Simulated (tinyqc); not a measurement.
Ferroelectric hysteresis, discrete Preisach model: one step of the calculation.

25 bistable elements (j, k) switch to +1 when V reaches u_j and to -1 when V falls to -u_k, and keep their state between. P = Ps sum w_jk s_jk. All elements start at -1. No time dependence and no dielectric part.

Question. The voltage goes to -1.6 V. Rows with u_j <= V turn to +1; columns with V <= -u_k turn to -1; P = Ps sum w s.

Parameters, values chosen for the exercise: saturation polarisation Ps = 30 uC/cm^2; list of the u_j up = [0.4, 1.2, 2, 2.8, 3.6] V.

states after step 1:
```
       d=-0.4  d=-1.2  d=-2  d=-2.8  d=-3.6
u=0.4       1       1     1       1       1
u=1.2       1       1     1       1       1
u=2         1       1     1       1       1
u=2.8       1       1     1       1       1
u=3.6       1       1     1       1       1
```

w:
```
           d=-0.4      d=-1.2        d=-2      d=-2.8      d=-3.6
u=0.4  0.00763321  0.02117474  0.02975237  0.02117474  0.00763321
u=1.2  0.02117474  0.05873927  0.08253384  0.05873927  0.02117474
u=2    0.02975237  0.08253384  0.11596731  0.08253384  0.02975237
u=2.8  0.02117474  0.05873927  0.08253384  0.05873927  0.02117474
u=3.6  0.00763321  0.02117474  0.02975237  0.02117474  0.00763321
```

V = -1.6 V

Find: states after step 2; P after step 2.

Answer.

states after step 2:
```
       d=-0.4  d=-1.2  d=-2  d=-2.8  d=-3.6
u=0.4      -1      -1     1       1       1
u=1.2      -1      -1     1       1       1
u=2        -1      -1     1       1       1
u=2.8      -1      -1     1       1       1
u=3.6      -1      -1     1       1       1
```

P after step 2 = 10.22 uC/cm^2

Computed by the program tinyqc: `OMP_NUM_THREADS=1 python tinyqc.py 2860118 2860119 out.jsonl`, one thread of a shared Intel Xeon 2.30GHz, about 0.01 s for the whole run.
